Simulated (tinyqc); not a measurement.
Born-von Karman spring model of a cubic crystal with one atom per cell: one step, computed by the program tinyqc. Command: `OMP_NUM_THREADS=1 python tinyqc.py 3009246 3009247 out.jsonl springs walk`. One thread of a shared host (Intel(R) Xeon(R) Processor @ 2.30GHz), about 0.1 s of CPU time with the checks.

First neighbours lie at a/2 (1,1,1) (8 of them), second at a (1,0,0) (6), with all permutations and signs; the volume per atom is Omega = a^3/2. Two shells of springs match a real metal only roughly, above all at the zone boundary.

Problem. Frequencies at the zone boundary. A neighbour at R with unit vector n couples by the matrix K(R) = kL n n^T + kT (1 - n n^T), and D(q) = (1/M) sum_R K(R) [1 - cos(q.R)]. An eigenvalue lambda of D in eV/(angstrom^2 u) gives nu = 15.6333042 THz x sqrt(lambda).

Inputs (values chosen for the exercise, modelled on tantalum):

| quantity | value | unit |
|---|---|---|
| atomic mass M | 180.95 | u |
| radial spring k1L | 3.28 | eV/angstrom^2 |
| transverse spring k1T | -0.31 | eV/angstrom^2 |
| radial spring k2L | 1.9 | eV/angstrom^2 |
| transverse spring k2T | -0.087 | eV/angstrom^2 |

Lattice: bcc.

Constants: nu for 1 eV/(angstrom^2 u) = 15.6333042 THz.

Give: Frequencies (THz) at points given in 2 pi/a.

Solution.

Frequencies (THz) at points given in 2 pi/a:

| point | nu 1 | nu 2 | nu 3 |
|---|---|---|---|
| H (1, 0, 0) | 4.3774 | 4.3774 | 4.3774 |
| N (0.5, 0.5, 0) | 2.5388 | 2.9395 | 5.6838 |
| P (0.5, 0.5, 0.5) | 4.3480 | 4.3480 | 4.3480 |
